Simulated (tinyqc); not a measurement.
# Threshold of a short bulk MOSFET: charge sharing, barrier lowering, narrow width: two studies

n-channel device on a p-type body, depletion approximation, full ionisation. Uniform doping N = Na. Vbi from Boltzmann statistics is rough for the degenerate source. Cox = eps0 eox/tox.

Values chosen for this exercise; band and dielectric values close to those of silicon: temperature T = 300 K; band gap Eg = 1.1 eV; relative permittivity eps_r = 11.8; conduction-band density of states at T Nc = 2.83e19 cm^-3; valence-band density of states at T Nv = 2.61e19 cm^-3; relative permittivity of the gate insulator (close to hafnium oxide) eox = 22.4; insulator thickness tox = 30 nm; channel doping Na = 1.6e17 cm^-3; source and drain doping Nsd = 1e20 cm^-3; flat-band voltage for the doping Na Vfb = -0.73 V; junction depth xj = 67 nm; body-source voltage Vbs = -1 V; drain-source voltage Vds = 0.05 V; gate width W = 820 nm; shape factor of the fringing depletion at the width edges xw = 0; channel length L = 340 nm.

Constants: q = 1.602176634e-19 C, kB = 1.380649e-23 J/K, Vt = kB T/q, eps0 = 8.8541878128e-14 F/cm where lengths are in cm. Results are converted to the units shown.

Each table varies one quantity; the others keep the values above.

## Threshold roll-off against channel length

ni = sqrt(Nc Nv) exp(-Eg/(2 Vt)), Eg in volts; 2 pB = 2 Vt ln(N/ni); flat band Vfb - Vt ln(N/Na); Wd = sqrt(2 eps0 eps_r (2 pB - Vbs)/(q N)); body term q N Wd/Cox; long-channel VT0 = flat band + 2 pB + body term; Vbi = Vt ln(N Nsd/ni^2); scale length l = sqrt((eps_r/eox) tox Wd). Charge sharing (trapezoid; it ignores Vds): F = (xj/L)(sqrt(1 + 2 Wd/xj) - 1), lowering = body term times F. Barrier lowering: th = exp(-L/(2 l)) + 2 exp(-L/l), lowering = th [2 (Vbi - 2 pB) + Vds], DIBL = th. Narrow width: rise = body term times xw Wd/W. VT by each model = VT0 - lowering + rise. DIBL under 0.001 mV/V is printed as 0.

The same in every row: N (cm^-3) = 1.600e17; VT0 (V) = 0.5787.

Threshold roll-off against channel length:
```
L (nm)	L/l	F	DIBL (mV/V)	VT, charge sharing (V)	VT, barrier lowering (V)
140	3.185	0.5534	286.2	0.3162	0.4691
200	4.550	0.3874	124.0	0.3950	0.5312
290	6.597	0.2672	39.67	0.4520	0.5635
420	9.554	0.1845	8.563	0.4912	0.5754
610	13.88	0.1270	0.9721	0.5184	0.5783
880	20.02	0.08805	0.04500	0.5369	0.5786
1300	29.57	0.05960	0	0.5504	0.5787
1800	40.95	0.04305	0	0.5583	0.5787
2600	59.14	0.02980	0	0.5645	0.5787
```

VT by barrier lowering rises from 0.469 to 0.579 V and VT by charge sharing rises from 0.316 to 0.565 V. DIBL is under 100 mV/V from L = 290 nm on among the rows (th = 0.1 at L/l = 4.92). For L = 140 F exceeds 0.5: the shares of source and drain overlap, and the trapezoid formula no longer holds. For L = 140 DIBL exceeds 250 mV/V, where the barrier formula is rough.

## Effect of the junction depth

Same model as above.

The same in every row: N (cm^-3) = 1.600e17; VT0 (V) = 0.5787; L/l = 7.734; DIBL (mV/V) = 21.79; VT, barrier lowering (V) = 0.5703.

Result of one run:
```
xj (nm)	F	VT, charge sharing (V)
200	0.2888	0.4417
```

What becomes of these results when the junction depth xj is changed from 200 to 14 nm, all else the same?

Result of the changed run:
```
xj (nm)	F	VT, charge sharing (V)
14	0.1358	0.5143
```

The whole series:
```
xj (nm)	F	VT, charge sharing (V)
5	0.08919	0.5364
8.5	0.1114	0.5258
14	0.1358	0.5143
24	0.1655	0.5002
41	0.1977	0.4849
70	0.2306	0.4693
120	0.2622	0.4543
200	0.2888	0.4417
```

As xj goes from 5 to 200, VT0 stays at 0.579 V, DIBL stays at 21.8 mV/V, F rises from 0.0892 to 0.289 and VT by barrier lowering stays at 0.570 V. The junction depth enters only the charge-sharing model.

Numbers from tinyqc (`OMP_NUM_THREADS=1 python tinyqc.py 2002116 2002117 out.jsonl`; about 0.01 s on one thread of a shared Intel Xeon 2.30GHz).
